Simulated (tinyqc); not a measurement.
Ways to average over directions: averaged masses of warped heavy- and light-hole bands.

Four-band hole energies E = c k^2 f(u), c = hbar^2/2m0, f = g1 -/+ 2 sqrt(g2^2 + 3 (g3^2 - g2^2) s), s = ux^2 uy^2 + uy^2 uz^2 + uz^2 ux^2 for the unit vector u; minus for heavy, plus for light holes; the mass along u is 1/f.

Grid: n x n midpoints in cos(theta) from 0 to 1 and phi from 0 to pi/2, equal weights. m_d = <f^(-3/2)>^(2/3). Conductivity mass for one scattering time: 1/m_c = <|w|^2 f^(-5/2)>/<f^(-3/2)> with w = grad_k(k^2 f)/(2 k), that is |w|^2 = f^2 + |angular gradient of f|^2/4.

Parameters, chosen for this exercise (out of a larger set: near those of GaAs; not measured data):
- g1 = 6.88 (Luttinger gamma1)
- g2 = 2.03 (gamma2)
- g3 = 2.94 (gamma3)

Heavy and light m_d on grids of growing n, against n = 160; also the three-direction rule <F> = (10 F[100] + 16 F[110] + 9 F[111])/35 and the spherical masses 1/(g1 (1 -/+ mu)), mu = (6 g3 + 4 g2)/(5 g1).

Masses (m0):

| method | heavy | light | error heavy (%) | error light (%) |
|---|---|---|---|---|
| grid n = 1 | 0.9765 | 0.0785 | 49.40 | -5.28 |
| grid n = 2 | 0.6643 | 0.0820 | 1.63 | -1.07 |
| grid n = 3 | 0.6609 | 0.0825 | 1.12 | -0.50 |
| grid n = 5 | 0.6557 | 0.0827 | 0.32 | -0.20 |
| grid n = 10 | 0.6541 | 0.0828 | 0.08 | -0.06 |
| grid n = 160 | 0.6536 | 0.0829 | 0.00 | 0.00 |
| three directions | 0.7066 | 0.0833 | 8.11 | 0.53 |
| spherical | 0.5787 | 0.0831 | -11.46 | 0.27 |
| [100] alone | 0.3546 | 0.0914 | -45.75 | 10.27 |

The heavy mass is within 1 % from grid n = 5 on. Three directions err by +8.11 %, the spherical form by -11.46 % and [100] alone by -45.7 %; for light holes the same three err by +0.53, +0.27 and +10.3 %. The power -3/2 weights the heavy directions near [111], which a mean of f misses.

(tinyqc, `OMP_NUM_THREADS=1 python tinyqc.py 1081230 1081231 out.jsonl`, Intel(R) Xeon(R) Processor @ 2.30GHz, 1 thread, shared host, about 0.02 s.)
